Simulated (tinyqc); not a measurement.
Worked calculation: thin-body film or fin with hard walls, valleys of the Ge type. Values are carried at full precision from step to step, so a last printed digit may differ when a step is redone from the rounded ones.

Four ellipsoidal valleys (eight halves) with their long axes along <111>, mass ml along the axis and mt across it. For a valley whose axis makes the angle theta with the surface normal, 1/m_z = cos^2(theta)/ml + sin^2(theta)/mt sets the confinement; in the plane the masses are m_1 = mt and m_2 = ml mt/m_z, and m_d = sqrt(m_1 m_2). The Gamma and Delta valleys are left out; the heavy Delta valleys, about 0.18 eV up, can lie lowest under strong confinement.

Constants: hbar^2/2m0 = 3.80998211 eV angstrom^2; kB = 8.617333262e-05 eV/K.

Parameters, chosen for this exercise (near those of Ge; not measured data):
```
symbol  value  unit         meaning
ml      1.568  m0           longitudinal mass
mt      0.082  m0           transverse mass
face    110                 face of the film or side wall of the fin
t       28     angstrom     body thickness
T       300    K            temperature
g_all   4                   number of valleys
Ns      2.4    x 1e12/cm^2  sheet density in the on state
alpha   0.59   1/eV         non-parabolicity
```

## Valley masses for the (110) face

Group the valleys by their angle to the normal, heaviest m_z first.

Valleys (masses in m0):
```
valleys g  cos^2(theta)     m_z     m_1     m_2     m_d
2                0.6667  0.2227  0.0820  0.5773  0.2176
2                0.0000  0.0820  0.0820  1.5680  0.3586
```

## Subband edges

A film of thickness t between hard walls, flat band inside: E_n = c (n pi/t)^2/m_z above the bulk edge, c = hbar^2/2m0. Without degeneracy the sheet density is N2 exp((EF - Ec)/kB T) with N2 = sum_i g m_d/(2 pi c) kB T exp(-E_i/kB T) over n = 1 to 40 of each group; a classical film has t Nc with Nc = 2 g_all (m_dos kB T/(4 pi c))^(3/2), m_dos = (ml mt^2)^(1/3). The threshold shift is dVt = kB T ln(t Nc/N2).

The seven lowest levels of all groups together; primes mark the lighter m_z.

Subbands:
```
label  valleys g  E (eV)
1              2  0.2154
1'             2  0.5849
2              2  0.8615
3              2  1.9383
2'             2  2.3397
4              2  3.4458
3'             2  5.2642
```

The second subband, 1', lies 369.6 meV above the first, 14.3 kB T at 300 K.

## Effective density of states and threshold shift

Sum the subbands; 1/angstrom^2 = 1e16/cm^2 and 1/angstrom^3 = 1e24/cm^3.

terms of N2 by group (1e12/cm^2): [0.001133, 1.156e-09]

Nc = 1.031 x 1e19/cm^3
t Nc = 2.886 x 1e12/cm^2
dVt = 202.8 mV

Confinement leaves 0.039 % of the classical states; the heaviest group holds 100 % of the electrons, against 50 % in the bulk. The Delta valleys of Ge, about 0.19 eV up with a heavy m_z, are left out; they reduce the shift where their own level comes within a few kB T of E1, first on (100).

## Filling at a given sheet density

n_i = g m_d/(2 pi c) kB T ln(1 + exp((EF - E_i)/kB T)) over the levels listed; solve sum n_i = Ns (1e12/cm^2 = 1e-4/angstrom^2); the band bending of the charge itself is left out. c = hbar^2/2m0.

EF = 0.2049 eV

n_i in the order of the list (1e12/cm^2): [2.400, 0.000, 0.000, 0.000, 0.000, 0.000, 0.000]

The fullest subband is 1, with 100 %.

## Non-parabolic correction

Each level E0 of the list is replaced by the root of E (1 + alpha E) = E0.

Levels (eV):
```
label  parabolic  corrected
1         0.2154     0.1933
1'        0.5849     0.4600
2         0.8615     0.6284
3         1.9383     1.1534
2'        2.3397     1.3167
4         3.4458     1.7135
3'        5.2642     2.2575
```

The lowest level drops by 22.0 meV. Levels above about 1 eV (4 here) lie outside the range of the valley model.

## Checks

- N2 of a 3000 angstrom film, summed over n to convergence, plus the half-term of the walls against t Nc, 1/angstrom^2: both 0.030920.

tinyqc: `OMP_NUM_THREADS=1 python tinyqc.py 1282630 1282631 out.jsonl`; about 0.01 s, one thread, shared Intel(R) Xeon(R) Processor @ 2.30GHz.
